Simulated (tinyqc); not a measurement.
Three ways to the same curve: density of states of one tight-binding band of a chain.

E(k) = -2 t cos(2 pi k) - 2 t2 cos(4 pi k); k in fractions of the reciprocal vectors, mesh k_i = j/N with j = 0 .. N-1. Densities are per cell and per spin, so the band holds one state.

Each interval of the mesh is a segment with E linear in k: n = (E - e1)/(e2 - e1), g = 1/(e2 - e1) between its end values.

Gaussian broadening: g(E) = mean over the mesh of exp(-(E - E_k)^2/(2 sigma^2))/(sigma sqrt(2 pi)), n(E) = mean of erfc((E_k - E)/(sigma sqrt 2))/2.

Inputs chosen for the exercise:
- t = 1.92 eV (nearest hopping)
- t2 = -0.26 eV (second hopping)
- N2 = 24 (mesh points along each axis in this comparison)
- sigma = 0.384 eV (Gaussian width)

N = N2 here; the reference is the linear method with N = 4000.

g(E) (1/eV):
```
E (eV),reference,linear segments,"Gaussian, sigma","Gaussian, sigma/4",reference n(E)
-2.621,0.174,0.156,0.204,0.214,0.267
-1.923,0.117,0.113,0.121,0.010,0.365
-1.225,0.094,0.090,0.094,0.026,0.438
-0.527,0.083,0.090,0.093,0.345,0.499
0.172,0.077,0.078,0.071,0.000,0.555
0.870,0.074,0.075,0.071,0.001,0.608
1.568,0.075,0.075,0.088,0.219,0.660
2.266,0.079,0.079,0.069,0.000,0.713
2.964,0.090,0.096,0.095,0.012,0.772
3.663,0.118,0.145,0.135,0.250,0.842
```

How do the results move, and what explains it?

Root-mean-square errors against the reference: 0.0110 for linear segments, 0.0127 for sigma and 0.1218 for sigma/4. The narrow Gaussian is worse than the wide one, because it resolves the separate mesh levels. The reference is highest at -2.621 eV of the energies listed, and half filling lies between -0.527 and 0.172 eV.

Run: tinyqc, `OMP_NUM_THREADS=1 python tinyqc.py 1682417 1682418 out.jsonl`; Intel(R) Xeon(R) Processor @ 2.30GHz, one thread, shared host; about 0.01 s of CPU time with all checks.
